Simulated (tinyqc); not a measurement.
Bandgap voltage reference from two bipolar transistors: effect of the output resistor at T0.

Two transistors of area 1 and N carry the same current I. Is(T) = Is (T/T0)^eta exp[(Vg0 q/kB)(1/T0 - 1/T)], VBE1 = Vt ln(I/Is(T)) + I rb, VBE2 = Vt ln(I/(N Is(T))) + I rb/N. The amplifier forces I R1(T) = VBE1 - VBE2 + Vos, with R(T) = R (1 + tc (T - T0)) for both resistors, and the output is Vref = VBE1 + I R2(T). Base currents and the Early effect are neglected.

Vt = kB T/q; I = (Vt ln N + Vos)/(R1(T) - rb (1 - 1/N)). Box coefficient: span of Vref between 233 and 398 K over its average over T and over 165 K. The last column is the R2 that gives zero slope at T0.

Parameters, values chosen for the exercise; values of the order met in silicon bipolar transistors:
```
symbol,value,unit,meaning
T0,300,K,reference temperature
Vg0,1.187,V,band-gap voltage extrapolated to 0 K
eta,4.3,,temperature exponent of the saturation current
Is,6.1e-17,A,saturation current of the unit transistor at T0
N,15,,area ratio of the second transistor
R1,3.1,kohm,"resistor across which the difference of VBE falls, at T0"
tc,0,ppm/K,temperature coefficient of both resistors
Vos,0,mV,offset of the amplifier
rb,0,ohm,series resistance of the unit transistor
```

Constants: q = 1.602176634e-19 C, kB = 1.380649e-23 J/K. Results are converted to the units shown.

Results:
```
R2 (kohm)  I at T0 (uA)  Vref at T0 (V)  slope at T0 (uV/K)  box coefficient (ppm/K)  R2 for zero slope (kohm)
23.78             22.58           1.226              -155.5                    136.3                     25.85
24.55             22.58           1.243              -97.53                    87.51                     25.85
25.33             22.58           1.261              -38.82                    41.83                     25.85
25.85             22.58           1.272              0.3271                    19.51                     25.85
26.36             22.58           1.284               38.72                    27.05                     25.85
27.91             22.58           1.319               155.4                    109.4                     25.85
```

Estimate the missing row, R2 = 27.14 kohm.

Computed row:
```
R2 (kohm)  I at T0 (uA)  Vref at T0 (V)  slope at T0 (uV/K)  box coefficient (ppm/K)  R2 for zero slope (kohm)
27.14             22.58           1.302               97.44                    66.38                     25.85
```

With this row back in the table: As R2 goes from 23.78 to 27.91, Vref rises from 1.226 to 1.319 V and the box coefficient goes from 136 through a minimum of 19.5 (at R2 = 25.85 among the rows listed) to 109 ppm/K. One per cent in R2 moves the slope by 19.5 uV/K.

Computed by the program tinyqc: `OMP_NUM_THREADS=1 python tinyqc.py 2062065 2062066 out.jsonl`, one thread of a shared Intel Xeon 2.30GHz, about 0.02 s for the whole run.
